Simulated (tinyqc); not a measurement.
# Undoped symmetric double-gate MOSFET, analytic potential model: effect of the temperature

An undoped body of thickness ts between two equal insulators and tied gates; long channel, electrons only, n = ni exp((psi - V)/Vt) with V the quasi-Fermi potential (0 at the source, Vd at the drain), constant mobility, no quantisation. Across the body psi(x) = V - 2 Vt ln[(ts/(2 beta)) sqrt(q ni/(2 eps0 eps_r Vt)) cos(2 beta x/ts)], x from the centre. Q is the electron charge per area of the whole body.

Nc and Nv are given at 293 K and scale as (T/293 K)^1.5; Eg and mu are held fixed. ni = sqrt(Nc Nv) exp(-Eg/(2 Vt)), Eg in volts; r = eps_r tox/(eox ts); V0 = dphi + 2 Vt ln[(2/ts) sqrt(2 eps0 eps_r Vt/(q ni))]. beta (between 0 and pi/2) solves (Vg - V0 - V)/(2 Vt) = ln(beta) - ln(cos beta) + 2 r beta tan(beta). Q = 8 eps0 eps_r Vt beta tan(beta)/ts; I = mu (1/L)(4 eps0 eps_r/ts)(2 Vt)^2 [g(beta_s) - g(beta_d)] per width, g = beta tan(beta) - beta^2/2 + r beta^2 tan^2(beta), with beta_s at V = 0 and beta_d at V = Vd.  I(low) is taken at Vg = 0.46 V, Qs and I(high) at Vg = 1.21 V.

Parameters, values chosen for the exercise; material values close to those of silicon:
```
symbol    value        unit                                                         meaning
Eg         1.12          eV                                                        band gap
eps_r      11.5                                  relative permittivity of the semiconductor
Nc      2.69e19       cm^-3  conduction-band density of states at the reference temperature
Nv      2.51e19       cm^-3     valence-band density of states at the reference temperature
eox        7.47                                 relative permittivity of the gate insulator
tox         1.7          nm                                             insulator thickness
ts           10          nm                                                  body thickness
dphi       0.23           V              gate work function less that of the intrinsic body
mu          530  cm^2/(V s)                                                channel mobility
L             2          um                                                     gate length
Vd          0.3           V                                                   drain voltage
```

Constants: q = 1.602176634e-19 C, kB = 1.380649e-23 J/K, Vt = kB T/q, eps0 = 8.8541878128e-14 F/cm where lengths are in cm. Results are converted to the units shown.

Result of one run:

| T (K) | V0 (V) | I(low) (nA/um) | Qs(high) (nC/cm^2) | I(high) (uA/um) |
|---|---|---|---|---|
| 430 | 0.6714 | 9.825 | 2883 | 155.3 |

What becomes of these results when the temperature T is changed from 430 to 340 K, all else the same?

Result of the changed run:

| T (K) | V0 (V) | I(low) (nA/um) | Qs(high) (nC/cm^2) | I(high) (uA/um) |
|---|---|---|---|---|
| 340 | 0.6997 | 0.5185 | 2838 | 149.1 |

The whole series:

| T (K) | V0 (V) | I(low) (nA/um) | Qs(high) (nC/cm^2) | I(high) (uA/um) |
|---|---|---|---|---|
| 220 | 0.7357 | 3.751e-4 | 2832 | 143.9 |
| 250 | 0.7269 | 0.004169 | 2826 | 144.8 |
| 280 | 0.7180 | 0.02857 | 2826 | 145.9 |
| 310 | 0.7089 | 0.1384 | 2830 | 147.4 |
| 340 | 0.6997 | 0.5185 | 2838 | 149.1 |
| 370 | 0.6904 | 1.596 | 2850 | 151.0 |
| 400 | 0.6810 | 4.211 | 2865 | 153.1 |
| 430 | 0.6714 | 9.825 | 2883 | 155.3 |

As T goes from 220 to 430 K, I(low) rises from 3.75e-4 to 9.82 nA/um and I(high) rises from 144 to 155 uA/um. V0 falls from 0.736 to 0.671 V. In every row the surface density at the source at the higher gate voltage passes 0.3 Nc, where Boltzmann statistics fail. In every row the mobility is held fixed, though a real one changes with T.

Computed by the program tinyqc: `OMP_NUM_THREADS=1 python tinyqc.py 2440014 2440015 out.jsonl`, one thread of a shared Intel Xeon 2.30GHz, about 0.02 s for the whole run.
